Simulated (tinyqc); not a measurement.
Charge needed for a dipole step.

Two sheets of opposite charge dd apart with permittivity ei give the step D = q N dd/(eps0 ei).

Values chosen for this exercise:
- ei = 4.1 (relative permittivity inside the dipole layer)
- dd = 0.17 nm (thickness of the dipole layer)

Constants: q = 1.602176634e-19 C, eps0 = 8.8541878128e-14 F/cm where lengths are in cm. Results are converted to the units shown.

Result of one run:
```
D (V)	field (MV/cm)	moment (debye/nm^2, 1 D = 3.33564e-30 C m)
2.176	128.0	23.68
```

Which charge in each sheet N gave this result: 1e12, 4.5e13, 1.1e14 or 2.9e14 cm^-2?

N = 2.9e14 cm^-2.

The whole series:
```
N (cm^-2)	D (V)	field (MV/cm)	moment (debye/nm^2, 1 D = 3.33564e-30 C m)
1e12	0.007503	0.4413	0.08165
2.7e12	0.02026	1.192	0.2205
6.8e12	0.05102	3.001	0.5553
1.7e13	0.1275	7.503	1.388
4.5e13	0.3376	19.86	3.674
1.1e14	0.8253	48.55	8.982
2.9e14	2.176	128.0	23.68
```

D is proportional to N, 0.1 V for 1.33e13 cm^-2. The same sheet as an uncompensated charge under 1 nm of a dielectric of permittivity 3.9 would shift the flat band by 0.618 V, and that shift would grow with thickness, which a dipole step does not. For N = 1.1e14, 2.9e14 the field exceeds 20 MV/cm; it acts over one bond length, where the sheet picture is only a bookkeeping device.

Program tinyqc, `OMP_NUM_THREADS=1 python tinyqc.py 2410119 2410120 out.jsonl`; Intel Xeon 2.30GHz, shared host, one thread, about 0.01 s.
